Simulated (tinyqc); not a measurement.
AlGaN/GaN HEMT with access regions, lumped model: one step of the calculation.

A polarisation-induced electron sheet under a Schottky gate, in series with two ungated access regions and contacts. Drift law v = mu E/(1 + mu E/vs) under the gate. Currents in mA/mm, resistances in ohm mm. No self-heating, no channel-length modulation; fits for polarisation, barrier and offset are chosen for the exercise.

Task. Polarisation charge, threshold and sheet resistance. sigma = (5e13 x + 1.6e13 x^2) cm^-2, phiB = 0.84 + 1.3 x, dEc = 0.7 (1.71 x + x^2) in volts, Cb = eps0 eps_r/d, VT = phiB - dEc - q sigma/Cb, access density n0 = -Cb VT/q. Rsh = 1/(q mu n0); largest access current q n0 vs.

Parameters, values chosen for the exercise; values close to those of AlGaN/GaN structures: aluminium share of the barrier x = 0.32; barrier thickness d = 12 nm; relative permittivity of barrier and channel eps_r = 9; channel mobility mu = 1800 cm^2/(V s); saturation velocity vs = 1.6e7 cm/s.

Constants: q = 1.602176634e-19 C, eps0 = 8.8541878128e-14 F/cm where lengths are in cm. Results are converted to the units shown.

Give: sigma; Cb; VT; n0; Rsh; q n0 vs.

Result.

sigma = 1.764e13 cm^-2
Cb = 0.6641 uF/cm^2
VT = -3.454 V
n0 = 1.432e13 cm^-2
Rsh = 242.2 ohm
q n0 vs = 3670 mA/mm

Computed by the program tinyqc: `OMP_NUM_THREADS=1 python tinyqc.py 2570069 2570070 out.jsonl`, one thread of a shared Intel Xeon 2.30GHz, about 0.02 s for the whole run.
